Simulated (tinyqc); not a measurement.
Inside a calculation: conductance of a narrow metal strip with scatterers (square lattice, Green functions). Values are carried at full precision from step to step, so a last printed digit may differ when a step is redone from the rounded ones.

A strip of W sites across with hard walls, site energy 0 and hopping -t. Mode n = 1 to W has profile chi_n(j) = sqrt(2/(W + 1)) sin(n j pi/(W + 1)) and energy en = -2t cos(n pi/(W + 1)); E = en - 2t cos(kn a). With z_n = exp(i kn a) (Im k > 0 for closed modes, |z| < 1) each lead gives the self-energy -t z_n in mode n. One column carries the site energies v, here one foreign atom. In the mode basis V_nm = sum_j chi_n(j) v_j chi_m(j), G = (E - en + 2 t z_n - V)^-1, and t_nm = 2t sqrt(sin(kn a) sin(km a)) G_nm in size for open modes. T = sum |t_nm|^2, conductance (2e^2/h) T.

Constants: e^2/h = 3.874045865e-05 S.

Parameters, chosen for this exercise (hopping and spacing of the size met in Cu or Al; the lattice is a model; shifted at random, so the results belong to these values and not to a real crystal):
```
symbol  value           unit      meaning
t       1               eV        hopping
a       2.74            angstrom  spacing
W       4                         sites across
E       0.87            eV        Fermi energy
v       (0, 0, 2.5, 0)  eV        site energies in the scattering column
```

## Modes at the Fermi energy

For each n: en, cos(kn a) = (en - E)/(2t), z_n and the velocity 2 t a sin(kn a) (zero if closed).

Modes:
```
n,en (eV),cos(k a),z,dE/dk (eV angstrom)
1,-1.6180,-1.24402,-0.50403,0.0000
2,-0.6180,-0.74402,-0.74402+0.66816i,3.6615
3,0.6180,-0.12598,-0.12598+0.99203i,5.4363
4,1.6180,0.37402,0.37402+0.92742i,5.0823
```

3 of 4 modes are open, so the clean strip has a resistance of 4302 ohm, whatever its length.

## The scatterer in the mode basis

Form V_nm.

V (eV):
```
,n=1,n=2,n=3,n=4
n=1,0.9045,-0.5590,-0.5590,0.9045
n=2,-0.5590,0.3455,0.3455,-0.5590
n=3,-0.5590,0.3455,0.3455,-0.5590
n=4,0.9045,-0.5590,-0.5590,0.9045
```

A single site couples every mode that has amplitude on it.

## Green function and transmission

E - en + 2 t z_n = 2t (z_n - cos(kn a)). Invert, form |t_nm|^2 = (2t)^2 Im(z_n) Im(z_m) |G_nm|^2 and sum. The added resistance is 1/(2 (e^2/h) T) less the same for the clean strip.

G (1/eV):
```
,n=1,n=2,n=3,n=4
n=1,0.8366-0.3807i,0.2606+0.1101i,0.1755+0.0742i,-0.3038-0.1284i
n=2,0.2606+0.1101i,-0.0754-0.5699i,-0.0508+0.1201i,0.0879-0.2079i
n=3,0.1755+0.0742i,-0.0508+0.1201i,-0.0342-0.4231i,0.0592-0.1401i
n=4,-0.3038-0.1284i,0.0879-0.2079i,0.0592-0.1401i,-0.1024-0.2967i
```

|t_nm|^2:
```
,n=1,n=2,n=3,n=4
n=1,0,0,0,0
n=2,0,0.5902,0.0451,0.1263
n=3,0,0.0451,0.7093,0.0851
n=4,0,0.1263,0.0851,0.3390
```

T = 2.1515
added resistance = 1697 ohm

Mode 4 passes least (0.550) and mode 3 most (0.839); 23.8 % of the transmitted flux changes mode.

## Checks

- Transmitted plus reflected flux against the number of open modes: both 3.00000.

Run: tinyqc, `OMP_NUM_THREADS=1 python tinyqc.py 1452605 1452606 out.jsonl`; Intel(R) Xeon(R) Processor @ 2.30GHz, one thread, shared host; about 0.01 s of CPU time with all checks.
